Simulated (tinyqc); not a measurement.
Bottom-up copper filling of a trench by curvature-enhanced accelerator coverage: one step, computed by the program tinyqc. Command: `OMP_NUM_THREADS=1 python tinyqc.py 3020964 3020965 out.jsonl superfill walk`. One thread of a shared host (Intel(R) Xeon(R) Processor @ 2.30GHz), about 0.06 s of CPU time with the checks.

A rectangular trench keeps vertical walls and a flat floor. An accelerator floats on the surface; where area is lost in the corners it is passed on to the floor.

Question. First rates. Kinetic current i_k = [i_0 (1 - theta) + i_1 theta] exp(alpha eta/(k_B T)), limit i_L = 2 F D C/delta, i = 1/(1/i_k + 1/i_L); velocity v = i Omega/(2F), Omega = 7.11 cm^3/mol, F = e N_A. Depletion inside the trench is ignored. At the start theta_b = theta_s = theta_0 and x = w/2: d theta_b/dt = k_a (1 - theta_0) + 2 theta_0 v/x (theta_b on the floor, theta_s on the walls, x the half width). At this initial relative rate the doubling time without adsorption would be x ln2/(2 v).

Inputs (values chosen for the exercise, close to those used for damascene copper plating):
```
quantity                    value  unit
trench width w                360    nm
starting coverage theta_0  0.0095     -
adsorption rate k_a             0   1/s
temperature T                 298     K
```

velocity at theta_0 = 0.4105815 nm/s

Give: rate from adsorption; rate from area loss; doubling time.

Answer.

rate from adsorption = 0 1/s

rate from area loss = 4.3339e-05 1/s

doubling time = 151.94 s
